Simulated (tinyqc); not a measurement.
Index ratio and exit index from two stacks.

Problem. A quarter-wave stack has T0 = 4 y/(1 + y)^2 with y = (ns/n0)(nL/nH)^(2 N), and y < 1 here. Find nH/nL and ns/n0.

T0 for N = 30 and 32 pairs (%): 4.299313696  3.200440251

Solution. sqrt(1 - T0) = |1 - y|/(1 + y) gives y for each stack; two more pairs multiply y by (nL/nH)^4.

nH/nL = 1.078
ns/n0 = 1.001

tinyqc, about 0.01 s, one thread, Intel Xeon 2.30GHz (shared host): `OMP_NUM_THREADS=1 python tinyqc.py 2650120 2650121 out.jsonl`
